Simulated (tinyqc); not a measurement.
# BCS gap equation with a constant attraction inside the Debye window, step by step

A worked calculation. Computed by tinyqc, a small Python program that keeps every step. Command: `OMP_NUM_THREADS=1 python tinyqc.py 3012726 3012727 out.jsonl bcs walk`. One thread of a shared host (Intel(R) Xeon(R) Processor @ 2.30GHz), about 0.01 s of CPU time with the checks. Intermediate numbers are printed to about 6 digits and carried at full precision; extremes and crossings named in words are read from the listed rows.

Pairs attract with strength V for |xi| < k_B Theta; N(0) is the density of states for one spin. Energies are given as temperatures (E/k_B, in K) unless marked.

Inputs (values chosen for the exercise, for a model metal):
```
quantity                   value      unit
coupling N(0)V             0.289         -
Debye temperature Theta      470         K
temperature T                 11         K
Fermi velocity v_F       1.5e+06       m/s
electron density n          16.1  1e28/m^3
mean free path l             3.5        nm
junction resistance R_n    0.052  kilo-ohm
```

Solver: secant.

Constants: k_B = 8.617333262e-05 eV/K; hbar = 1.054571817e-34 J s; k_B = 1.380649e-23 J/K; m_0 = 9.1093837015e-31 kg; eps_0 = 8.8541878128e-12 F/m; c = 299792458 m/s; e = 1.602176634e-19 C; h = 6.62607015e-34 J s.

## Gap at zero temperature

At T = 0 the gap equation 1/(N(0)V) = int_0^Theta d xi/sqrt(xi^2 + Delta^2) has the integral arcsinh(Theta/Delta), so Delta_0 = Theta/sinh(1/(N(0)V)); weak coupling gives 2 Theta exp(-1/(N(0)V)).

Delta_0 = 29.5670 K

weak-coupling Delta_0 = 29.5378 K

Delta_0 in meV = 2.54789 meV

## Critical temperature

Gap equation: 1/(N(0)V) = I(Delta, T) = int_0^Theta tanh(E/2T)/E d xi, E = sqrt(xi^2 + Delta^2); 64 Gauss-Legendre points in y with xi = max(Delta, T) sinh(y). T_c solves I(0, T_c) = 1/(N(0)V); the weak-coupling form is T_c = (2 e^C/pi) Theta exp(-1/(N(0)V)) with Euler's C = 0.5772157, and 2 Delta_0/T_c then tends to 2 pi e^-C = 3.528.

T_c = 16.7460 K

weak-coupling T_c = 16.7460 K

2 Delta_0/T_c = 3.53124

T_c/Theta = 0.0356; the ratio lies +0.10 % from 3.528, so the universal weak-coupling laws hold.

## One evaluation of the gap equation

Take Delta = Delta_0 as the trial; the fixed-point update is Delta(new) = N(0)V Delta I(Delta, T).

I(Delta_0, T) = 3.36493

updated Delta = 28.7529 K

## Gap at temperature T

Residual r = N(0)V I - 1, with Delta_0 = Theta/sinh(1/(N(0)V)). Secant steps in Delta^2, from Delta_0 and 0.9 Delta_0, with Delta^2 kept at or above 1e-6 K^2. Stop when |r| < 1e-9 or after 40 steps.

Iterations:
```
step  Delta (K)    residual r
1       25.5451   5.65674e-04
2       25.6274  -1.08827e-05
3       25.6258  -1.68967e-08
4       25.6258   5.05374e-13
```

converged (1 yes, 0 no) = 1

Delta(T) = 25.6258 K

Converged in 4 steps: Delta(T)/Delta_0 = 0.8667 at T/T_c = 0.657.

## Lengths and fields

xi_0 = hbar v_F/(pi Delta_0); lambda_L = sqrt(m_0 eps_0 c^2/(n e^2)); N(0) = 3 n/(2 m_0 v_F^2) for one spin; condensation energy N(0) Delta_0^2/2 = B_c^2/(2 mu_0), mu_0 = 1/(eps_0 c^2); with scattering lambda = lambda_L sqrt(1 + xi_0/l) in the local limit (where xi_0 and l both exceed lambda, nonlocal response makes the true depth larger); Ginzburg-Landau kappa = 0.96 lambda_L/xi_0 + 0.72 lambda_L/l. Free-electron mass throughout; heavier carriers, as in niobium or vanadium, give a larger lambda_L and kappa and can make the metal type II.

coherence length xi_0 = 123.346 nm

London depth lambda_L = 13.2439 nm

critical field B_c(0) = 157.079 mT

depth with scattering = 79.7299 nm

Ginzburg-Landau kappa = 2.82754

kappa exceeds 1/sqrt(2): type II, and the sample is dirty, l well below xi_0.

## A tunnel junction of this metal

Ambegaokar-Baratoff: I_c R_n = (pi Delta/(2e)) tanh(Delta/2T); Josephson energy E_J = hbar I_c/(2e), given as E_J/h; inductance hbar/(2 e I_c); thermal quasiparticle fraction x = n_qp/(2 N(0) Delta) = sqrt(2 pi T/Delta) exp(-Delta/T), valid for T well below Delta.

I_c R_n = 2853.38 microvolt

critical current I_c = 54872.7 nA

E_J/h = 27254.4 GHz

Josephson inductance = 0.00599763 nH

quasiparticle fraction x = 0.159848

Caution: T is not small against Delta, so the quasiparticle formula is only a rough guide.

## Gap and superfluid density against temperature

Interpolation tanh(1.74 sqrt(T_c/T - 1)); near T_c, 1.74 sqrt(1 - T/T_c). Clean-limit superfluid fraction 1 - (1/2T) int_0^(40 T) cosh^-2(E/2T) d xi (64 points); two-fluid rule 1 - (T/T_c)^4.

Reduced quantities:
```
T/T_c  Delta/Delta_0  tanh form  square-root form  superfluid fraction  two-fluid rule
0.10        1.000000   0.999942           1.65071             1.000000        0.999900
0.20        0.999878   0.998104           1.55630             0.998863        0.998400
0.30        0.997136   0.990221           1.45579             0.981859        0.991900
0.40        0.985078   0.972207           1.34780             0.928208        0.974400
0.50        0.956977   0.940227           1.23037             0.834544        0.937500
0.60        0.907141   0.889746           1.10047             0.707362        0.870400
0.70        0.828968   0.814110           0.95304             0.554489        0.759900
0.80        0.711271   0.701374           0.77815             0.382499        0.590400
0.90        0.526558   0.522665           0.55024             0.196420        0.343900
0.95        0.380490   0.379250           0.38908             0.099310        0.185494
0.98        0.243701   0.243575           0.24607             0.039966        0.077632
```

The tanh form misses the gap by at most about 0.017 (at T/T_c = 0.6); the square-root form is within 3 % only from T/T_c = 0.95. The gap keeps 99 % of Delta_0 up to T/T_c = 0.3, since quasiparticles are exponentially few. The two-fluid rule exceeds the BCS superfluid fraction most, by 0.21, at T/T_c = 0.8.

Checks made by the program: weak-coupling T_c, allowing for terms of order exp(-Theta/T_c) (relative difference below 1e-10).
